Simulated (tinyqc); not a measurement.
Doping from the ideality factor.

Question. For thermionic-field emission over a Schottky barrier the ideality factor is n = u coth(u) with u = E00/Vt and E00 = (hbar/2) sqrt(Nd/(me m0 eps0 eps_r)) in SI units (volts). Find u, E00 and Nd.

Parameters, values chosen for the exercise; band and dielectric values close to those of In0.53Ga0.47As: temperature T = 350 K; electron mass me = 0.0414 m0; relative permittivity eps_r = 13.9.

Constants: q = 1.602176634e-19 C, kB = 1.380649e-23 J/K, eps0 = 8.8541878128e-12 F/m, hbar = 1.054571817e-34 J s, m0 = 9.1093837015e-31 kg, Vt = kB T/q. Results are converted to the units shown.

n = 2.3818387

Answer. u coth(u) rises steadily from 1, so n fixes u; the definition of E00 then gives Nd.

u = 2.34
E00 = 70.5 meV
Nd = 8.30e18 cm^-3

tinyqc, about 0.01 s, one thread, Intel Xeon 2.30GHz (shared host): `OMP_NUM_THREADS=1 python tinyqc.py 2640043 2640044 out.jsonl`
